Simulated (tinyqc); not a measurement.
## Schottky emission and Poole-Frenkel conduction in an insulator, and how to tell them apart: effect of temperature

Schottky emission (electrode-limited): J = As T^2 exp[-(pb - b sqrt(F))/Vt], b = sqrt(q/(4 pi eps0 ei)). Poole-Frenkel emission (bulk-limited): J = s0 F exp[-(pt - 2 b sqrt(F))/Vt]. F in V/cm.

Both formulas at the same field.

Inputs (values chosen for the exercise); dielectric values close to those of hafnium oxide:
- ei = 4.24 (high-frequency relative permittivity)
- pt = 1.38 eV (trap depth)
- s0 = 9.8 S/cm (Poole-Frenkel prefactor)
- pb = 1.13 eV (electrode barrier)
- As = 12 A/(cm^2 K^2) (Richardson constant)
- F = 2 MV/cm (field)

Constants: q = 1.602176634e-19 C, kB = 1.380649e-23 J/K, Vt = kB T/q, eps0 = 8.8541878128e-14 F/cm where lengths are in cm. Results are converted to the units shown.

Result of one run:
```
T (K)  J, Schottky (A/cm^2)  J, Poole-Frenkel (A/cm^2)    ratio
260               1.141e-11                  4.429e-10  0.02576
```

What becomes of these results when the temperature T is changed from 260 to 225 K, all else the same?

Result of the changed run:
```
T (K)  J, Schottky (A/cm^2)  J, Poole-Frenkel (A/cm^2)    ratio
225               2.043e-14                  1.140e-12  0.01792
```

The whole series:
```
T (K)  J, Schottky (A/cm^2)  J, Poole-Frenkel (A/cm^2)    ratio
225               2.043e-14                  1.140e-12  0.01792
260               1.141e-11                  4.429e-10  0.02576
300                2.682e-9                   7.341e-8  0.03654
340                1.801e-7                   3.656e-6  0.04926
380                5.111e-6                   7.996e-5  0.06392
420                7.827e-5                   9.718e-4  0.08054
475                0.001616                    0.01516   0.1066
```

The Schottky current grows by 10.9 decades and the Poole-Frenkel current by 10.1, as their lowered barriers are 0.869 and 0.859 eV. A tunnelling current would hardly change over this range. For T = 225, 260, 300, 340, 380 a Fowler-Nordheim estimate for tunnelling through pb with a mass of 0.4 m0 exceeds the Schottky current, so tunnelling, left out here, would compete. For T = 225, 260, 300, 340 a Fowler-Nordheim estimate for tunnelling through pb with a mass of 0.4 m0 exceeds the Poole-Frenkel current, so tunnelling, left out here, would compete.

Program tinyqc, `OMP_NUM_THREADS=1 python tinyqc.py 2370096 2370097 out.jsonl`; Intel Xeon 2.30GHz, shared host, one thread, about 0.01 s.
